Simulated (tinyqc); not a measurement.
Worked calculation: interband optics of a two-band s-p chain from momentum matrix elements. Values are carried at full precision from step to step, so a last printed digit may differ when a step is redone from the rounded ones.

H(k) = [[Es - 2 ts cos ka, 2i V sin ka], [-2i V sin ka, Ep_ + 2 tp cos ka]] in the basis s, p; the lower band is full, with two electrons a cell. The velocity operator times hbar is W = dH/dk (eV angstrom); intra-atomic dipoles are left out.

Constants: hbar^2/2m0 = 3.80998211 eV angstrom^2; e^2/(4 pi eps0) = 14.39964547 eV angstrom.

Inputs chosen for the exercise:

| symbol | value | unit | meaning |
|---|---|---|---|
| a | 2.24 | angstrom | period |
| Es | 2.53 | eV | upper orbital (s) |
| Ep_ | -1.75 | eV | lower orbital (p) |
| ts | 0.31 | eV | s-s hopping |
| tp | 0.65 | eV | p-p hopping |
| V | 1.47 | eV | s-p hopping |
| k | 0.1 | 2 pi/a | wave vector |
| N | 6 |  | k points |
| Ar | 10.6 | angstrom^2 | cross-section per chain |
| eta | 0.15 | eV | Lorentzian half width |
| E | 2.3 | eV | photon energy |

## Hamiltonian and velocity at one k

Form H and W = dH/dk.

H (eV):
```
          s        p
s    2.0284  1.7281i
p  -1.7281i  -0.6983
```

W (eV angstrom):
```
          s        p
s    0.8163  5.3279i
p  -5.3279i  -1.7116
```

## Matrix element between the bands

Diagonalise H, transform W, and form w = |W_cv|^2, the Kane-type energy w/c and the oscillator strength f = w/(c D), c = hbar^2/2m0, D = Ec - Ev.

Ev, Ec (eV): -1.5361  2.8662

weights:
```
        v       c
s  0.1903  0.8097
p  0.8097  0.1903
```

slopes dEv/dk, dEc/dk (eV angstrom): -5.413  4.518

w = 5.325 eV^2 angstrom^2
w/c = 1.398 eV
f = 0.317

## Transitions on the mesh

At each k_j = (j + 1/2)/N (2 pi/a) up to the zone edge give D = Ec - Ev, w = |<c|W|v>|^2 and f = w/(c D), c = hbar^2/2m0; the other half of the zone repeats the values.

Transitions:

| k (2 pi/a) | D (eV) | w (eV^2 angstrom^2) | f |
|---|---|---|---|
| 0.0833 | 3.9362 | 8.935 | 0.596 |
| 0.2500 | 7.2727 | 3.023 | 0.109 |
| 0.4167 | 6.6302 | 31.234 | 1.236 |

D runs from 3.936 to 7.273 eV on the mesh; f is largest at k = 0.4167.

## Dielectric function from the table

With w(k) = |<c|W|v>|^2 and D(k) = Ec - Ev, on the mesh k_j = (j + 1/2)/N (2 pi/a): eps(E) = 1 + (8 pi e2/(a Ar)) mean_j (w/D^2) [1/(D - E - i eta) + 1/(D + E + i eta)], e2 = e^2/(4 pi eps0); light polarised along the chains, no local fields.

Take the mean over the rows. Also eps(0) at eta = 0, and the effective electrons per cell n_eff = 2 mean(f).

eps(E) = 4.571+0.175i
eps(0) = 3.657
n_eff = 1.294

On a mesh of 2000 points the values are 27.045+24.854i, 9.581 and 1.828. n_eff need not equal the 2 electrons of the cell: a two-orbital basis with chosen hoppings does not obey the sum rule of free electrons. E lies within, or within 2 eta of, the range of transitions of the band (2.36 to 7.42 eV); their spacing on this mesh (up to 3.34 eV) exceeds eta, so eps(E) depends on where the few mesh points fall.

## Checks

- Curvature of the lower band against <v|d2H/dk2|v> - 2 w/D (eV angstrom^2): both 0.5942.
- Zone mean of 2 w/D against the zone mean of <v|d2H/dk2|v>, the f-sum rule of a full band (eV angstrom^2): both 6.9664.

(tinyqc, `OMP_NUM_THREADS=1 python tinyqc.py 1651319 1651320 out.jsonl`, Intel(R) Xeon(R) Processor @ 2.30GHz, 1 thread, shared host, about 0.01 s.)
